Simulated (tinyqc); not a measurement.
Two coupled magnetic layers: synthetic antiferromagnet, spin flop, exchange bias and magnetoresistance: one step, computed by the program tinyqc. Command: `OMP_NUM_THREADS=1 python tinyqc.py 3031307 3031308 out.jsonl saf walk`. One thread of a shared host (Intel(R) Xeon(R) Processor @ 2.30GHz), about 0.4 s of CPU time with the checks.

Moments lie in the plane at the angles p1, p2 from the field. Energy per area: E = J1 cos(p1 - p2) + J2 cos^2(p1 - p2) - B M_s (t1 cos p1 + t2 cos p2) + K (t1 sin^2 p1 + t2 sin^2 p2).

Problem. Saturation field. The parallel state is stable while the Hessian at p1 = p2 = 0 is positive: with c = J1 + 2 J2 and u = B M_s + 2K, (u t1 - c)(u t2 - c) > c^2, so B_sat M_s = c (1/t1 + 1/t2) - 2K. B_K = 2K/M_s.

Inputs (values chosen for the exercise, for a model stack):
```
quantity                         value    unit
saturation magnetisation M_s       855    kA/m
thickness t1                         2      nm
thickness t2                       1.3      nm
antiferromagnetic coupling J1    0.054  mJ/m^2
biquadratic coupling J2              0  mJ/m^2
in-plane anisotropy K              3.8  kJ/m^3
field over the saturation field   0.82       -
```

Field direction: along the easy axis.

Give: exchange field c (1/t1 + 1/t2)/M_s; B_K; saturation field B_sat; applied field B.

Solution.

exchange field c (1/t1 + 1/t2)/M_s = 80.16 mT

B_K = 8.889 mT

saturation field B_sat = 71.27 mT

applied field B = 58.44 mT
